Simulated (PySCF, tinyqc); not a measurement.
CID on RHF in the sto-3g basis, for H2, spin multiplicity 1, step by step. The lowest restricted solution is unstable here: a spin-polarised one lies 0.0031 hartree lower (PySCF). Computed by tinyqc, a small Python program that keeps every step (integrals from PySCF). Settings: charge = 0, multiplicity = 1, basis = sto-3g, method = RHF, energy threshold = 1e-10, iteration cap = 86, orthogonalisation = symmetric, start = atomic densities, DIIS depth = 6, ci = CID, davidson = 1. Command: `OMP_NUM_THREADS=1 python tinyqc.py 24204 24205 out.jsonl` (the two numbers bound the seeds that draw the settings). One thread of a shared host (Intel(R) Xeon(R) Processor @ 2.60GHz), about 0.06 s of CPU time with the checks. The early iterations of the SCF are left out here.

## One-electron integrals

Geometry (angstrom):
```
atom         x         y         z
H     0.000000  0.000000  0.000000
H     0.000000  0.000000  1.228000
```

Basis sto-3g: exponents (1/bohr^2) and contraction coefficients of normalised primitives:
```
element  l (shell)  exponent  coefficient
H            s (1)  3.425251     0.154329
H            s (1)  0.623914     0.535328
H            s (1)  0.168855     0.444635
```

Overlap, kinetic and nuclear-attraction integrals over the contracted functions; the nuclear repulsion is the sum of Za Zb / Rab.

nuclear repulsion = 0.43092607 hartree

overlap S, order 1H 1s, 2H 1s:
$$\begin{pmatrix}
1.000000 & 0.373135 \\
0.373135 & 1.000000
\end{pmatrix}$$

kinetic energy T (hartree), order 1H 1s, 2H 1s:
$$\begin{pmatrix}
0.760032 & 0.046905 \\
0.046905 & 0.760032
\end{pmatrix}$$

nuclear attraction V (hartree), order 1H 1s, 2H 1s:
$$\begin{pmatrix}
-1.652167 & -0.538813 \\
-0.538813 & -1.652167
\end{pmatrix}$$

core Hamiltonian H = T + V (hartree), order 1H 1s, 2H 1s:
$$\begin{pmatrix}
-0.892135 & -0.491908 \\
-0.491908 & -0.892135
\end{pmatrix}$$

## Two-electron integrals

Functions are numbered as in S; the eight-fold symmetry (ij|kl) = (ji|kl) = (kl|ij) leaves the list below.

Two-electron integrals (ij|kl) in chemists' order, unique and non-zero (hartree):
```
(11|11) 0.774606   (21|11) 0.216766   (21|21) 0.084229   (22|11) 0.410251
(22|21) 0.216766   (22|22) 0.774606
```

## Orthogonalisation

S = U s U^T; symmetric (Loewdin) form X = U s^(-1/2) U^T, so that X^T S X = 1.

eigenvalues of S: [0.626865, 1.373135]

X, order 1H 1s, 2H 1s:
$$\begin{pmatrix}
1.058205 & -0.204823 \\
-0.204823 & 1.058205
\end{pmatrix}$$

## Iteration 3 (converged): orbitals

converged F (hartree), order 1H 1s, 2H 1s:
$$\begin{pmatrix}
-0.184117 & -0.391420 \\
-0.391420 & -0.184117
\end{pmatrix}$$

Diagonalise F' = X^T F X, C = X C', fill 1 alpha and 1 beta electrons from the bottom; D = 2 C_occ C_occ^T. Each column has its largest component positive (the first on a tie).

F' = X^T F X (hartree):
$$\begin{pmatrix}
-0.044221 & -0.374920 \\
-0.374920 & -0.044221
\end{pmatrix}$$

orbital energies (hartree): MO1 -0.419141, MO2 0.330699

coefficients C, order 1H 1s, 2H 1s:
$$\begin{pmatrix}
0.603432 & 0.893096 \\
0.603432 & -0.893096
\end{pmatrix}$$

D after iteration 3, order 1H 1s, 2H 1s:
$$\begin{pmatrix}
0.728260 & 0.728260 \\
0.728260 & 0.728260
\end{pmatrix}$$

## Convergence

Stop when the energy changes by less than 1e-10 hartree and every element of the error matrix X^T (F D S - S D F) X is below 3e-06.

Course of the cycle:
```
iteration  E (hartree)     change  largest element of the error matrix
1          -0.63965686          -                             2.99e-16
2          -0.99615889  -3.57e-01                             2.63e-16
3          -0.99615889   0.000000                             2.63e-16
```

PySCF RHF in the same basis = -0.99615889 hartree

Converged in 3 iterations.

## Integrals over molecular orbitals

(pq|rs) = sum C_ip C_jq C_kr C_ls (ij|kl), one index at a time.

one-electron integrals over orbitals h = C^T H C (hartree):
$$\begin{pmatrix}
-1.007944 & 0.000000 \\
0.000000 & -0.638458
\end{pmatrix}$$

Two-electron integrals over orbitals (pq|rs), unique and non-zero (hartree):
```
(11|11) 0.588803   (21|21) 0.211644   (22|11) 0.590401   (22|22) 0.618707
```

## CID: determinants and Hamiltonian

Hartree-Fock energy = -0.99615889 hartree

Slater-Condon rules over spin orbitals, with the nuclear repulsion added and E(HF) subtracted on the diagonal. Only determinants linked to the reference directly or through others are kept (one block of an abelian symmetry group), so some states are absent.

Occupation strings over the orbitals (2 doubly, a alpha, b beta, 0 empty; spin orbitals ordered 1a 1b 2a 2b ...): 20 02

H - E(HF) between determinants (hartree), order 20, 02:
$$\begin{pmatrix}
0.000000 & 0.211644 \\
0.211644 & 0.768876
\end{pmatrix}$$

## CID: roots

Diagonalise (each vector has its largest component positive (the first on a tie)); all determinants have Ms = 0, so triplets appear too. The lowest singlet root is the correlation energy.

lowest roots of this matrix, relative to E(HF) (hartree): [-0.054408, 0.823284]

lowest vectors, order 20, 02:
$$\begin{pmatrix}
0.968509 & 0.248978 \\
-0.248978 & 0.968509
\end{pmatrix}$$

<S^2> of these roots: [0.000000, 0.000000]

weight of the ground state by excitation level 0, 1, 2, ...: [0.938010, 0.000000, 0.061990]
